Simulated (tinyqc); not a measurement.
Changing the backscatter range beta: electron-beam lithography: double-Gaussian proximity function, edge placement and dose correction for parallel lines. Computed by tinyqc, a small Python program. Command: `OMP_NUM_THREADS=1 python tinyqc.py 3110087 3110088 out.jsonl proximity sweep`. One thread of a shared host (Intel(R) Xeon(R) Processor @ 2.30GHz), about 0.01 s of CPU time with the checks.

Lines are infinitely long. Absorbed energy is counted so that the middle of a very large area written at dose 1 receives 1; the resist develops where it exceeds 1/2.

Inputs (values chosen for the exercise, of the order of those for 30 keV electrons in resist on silicon): forward range alpha = 0.027 micrometre; backscatter ratio eta = 0.95.

line widths (micrometre): 1.4  2  0.092  1.9  0.067

gaps between the lines (micrometre): 0.17  0.066  0.15  0.086

Method:
- The first line starts at x = 0; each next one starts after the width and the gap.
- f(r) = [exp(-r^2/alpha^2)/alpha^2 + eta exp(-r^2/beta^2)/beta^2]/(pi (1 + eta)). A line from a to b at dose d gives E(x) = d [S(alpha) + eta S(beta)]/(1 + eta), S(s) = [erf((b - x)/s) - erf((a - x)/s)]/2.
- M_ij is the mean of E at the two edges of line i from line j at dose 1.
- Uncorrected edge energies are M 1. Solve M d = 1/2 for the doses d that put the mean edge energy of every line at the threshold.

One run for each value:
```
backscatter range beta (micrometre)  largest over smallest dose
0.53                                                      1.599
0.95                                                      1.715
1.70                                                      1.795
3.10                                                      1.592
5.70                                                      1.187
10.00                                                     1.043
19.00                                                     1.007
34.00                                                     1.002
```

Over the rows, largest over smallest dose goes from 1.60 through a maximum among these rows, 1.80 at 1.70, to 1.00.

Extremes, crossings and ranges named in words are read from the listed rows.
